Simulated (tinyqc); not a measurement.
Inside a calculation. Model: formation energy of a charged point defect from supercell energies. Computed by tinyqc, a small Python program that keeps every step. Command: `OMP_NUM_THREADS=1 python tinyqc.py 3009079 3009080 out.jsonl formation walk`. One thread of a shared host (Intel(R) Xeon(R) Processor @ 2.30GHz), about 0.01 s of CPU time with the checks. Intermediate numbers are printed to about 7 digits and carried at full precision; extremes and crossings named in words are read from the listed rows.

The host is a compound AB. Making the defect adds n_A = -1, n_B = 0, n_X = 1 atoms to the cell. All total energies are inputs. E_F is counted from the valence-band maximum (VBM); x = 0 is A-rich and x = 1 B-rich growth.

Inputs (values chosen for the exercise, for a model compound AB):
```
quantity                       value      unit
gap E_g                         1.33        eV
E_VBM of the host cell         1.197        eV
potential alignment dV         0.054        eV
dielectric constant eps         11.8         -
cell length L                   21.7  angstrom
mu_A of the pure element      -2.708        eV
formation enthalpy dH of AB   -0.912        eV
growth condition x               0.9         -
Fermi level E_F                0.139        eV
temperature T                   1000         K
site density N_s             3.2e+22     cm^-3
mu_X of the pure element       -3.12        eV
formation enthalpy of XB        -1.6        eV
```

Defect: impurity X on an A site. Supercell lattice: sc.

charge states q: 0  -1  -2

E(defect, q) - E(host), in the order of q (eV): 1.886  4.221  6.096

Constants: e^2/(4 pi eps_0) = 14.39964548 eV angstrom; k_B = 8.617333262e-05 eV/K.

## Chemical potentials

dmu_A = x dH and dmu_B = (1 - x) dH, so that dmu_A + dmu_B = dH; mu = mu(element) + dmu. The impurity is held at its solubility limit: dmu_X = min(0, dH(XB) - dmu_B). The reservoir term is sum n_i mu_i.

dmu_A = -0.8208 eV

dmu_B = -0.0912 eV

dmu_X = -1.5088 eV

sum n_i mu_i = -1.1 eV

The competing phase caps mu_X.

## Image-charge corrections

Image-charge correction of a point charge in a neutralising background: E_corr = q^2 alpha e^2/(4 pi eps_0) / (2 eps L), alpha = 2.837297 for a sc array with L the cube root of the volume.

E_corr (eV): (q=0) 0.0000000, (q=-1) 0.0797783, (q=-2) 0.3191133

## Formation energies at E_F = 0

E_f(q, E_F) = [E(defect, q) - E(host)] - sum n_i mu_i + q (E_VBM + dV + E_F) + E_corr(q).

E_f(q, 0) (eV): (q=0) 2.986000, (q=-1) 4.149778, (q=-2) 5.013113

## Transition levels and the lower envelope

eps(q/q') = [E_f(q', 0) - E_f(q, 0)]/(q - q'). U of state q is eps(q/q-1) - eps(q+1/q). The stable state at each E_F is the lowest line E_f(q, 0) + q E_F.

One-electron levels above the VBM (eV):
```
level      energy  U of the state between this level and the next
(0/-1)   1.163778                                      -0.3004434
(-1/-2)  0.863335                                               -
```

Stable states:
```
q   from E_F (eV)  to E_F (eV)
0        0.000000     1.013557
-2       1.013557     1.330000
```

Stable in the gap, from the VBM up: 0, -2. State -1 is never the lowest: its U is negative, so two such centres gain by exchanging an electron.

## The first and the last level

eps(q/q-1) = E_f(q - 1, 0) - E_f(q, 0).

level (0/-1) = 1.163778 eV

level (-1/-2) = 0.8633349 eV

Caution: the one-electron levels are out of order (negative U): at least one middle charge state is skipped, and the transition past it moves two or more electrons at once.

## Concentrations at the given E_F and T

E_f(q, E_F) = E_f(q, 0) + q E_F. c_q = N_s exp(-E_f(q, E_F)/k_B T), with all degeneracy factors one and no vibrational entropy.

Charge states:
```
q   E_f (eV)   c_q (cm^-3)         share
0   2.986000  2.860041e+07  9.999932e-01
-1  4.010778  1.957568e+02  6.844498e-06
-2  4.735113  4.377533e-02  1.530573e-09
```

lowest formation energy = 2.986 eV

total concentration = 2.860061e+07 cm^-3

mean charge = -6.847560e-06 e

State 0 holds 100.0 % of the defects.

## Fermi level and growth conditions

Each entry is the lowest E_f over q.

Lowest formation energy (eV):
```
E_F (eV)  stable q  A-rich, x = 0   x = 0.5  B-rich, x = 1
0.000            0       2.986000  2.986000       2.986000
0.166            0       2.986000  2.986000       2.986000
0.332            0       2.986000  2.986000       2.986000
0.499            0       2.986000  2.986000       2.986000
0.665            0       2.986000  2.986000       2.986000
0.831            0       2.986000  2.986000       2.986000
0.998            0       2.986000  2.986000       2.986000
1.164           -2       2.685113  2.685113       2.685113
1.330           -2       2.353113  2.353113       2.353113
```

The lines end where they began between A-rich and B-rich growth, because the cap on mu_X moves with the host potential. The slope of the envelope is the stable charge, so E_f is highest in the rows from E_F = 0 to 0.998 eV, where the neutral state is stable: the defect forms most easily in n-type material.

## What the corrections do to the levels

Levels eps(q/q-1) with the terms q dV and E_corr left out or kept.

Levels above the VBM (eV):
```
level         raw  with alignment  with image charge  with both
(0/-1)   1.138000        1.084000           1.217778   1.163778
(-1/-2)  0.678000        0.624000           0.917335   0.863335
```

Alignment moves every level by -dV = -0.054 eV. The image term moves eps(q/q-1) by (1 - 2q) E_corr(1): (0/-1) by +0.080, (-1/-2) by +0.239 eV, donor levels down and acceptor levels up. It adds 2 E_corr(1) = 0.160 eV to every U.

Checks made by the program: envelope against a direct minimum on a grid (relative difference below 1e-10).
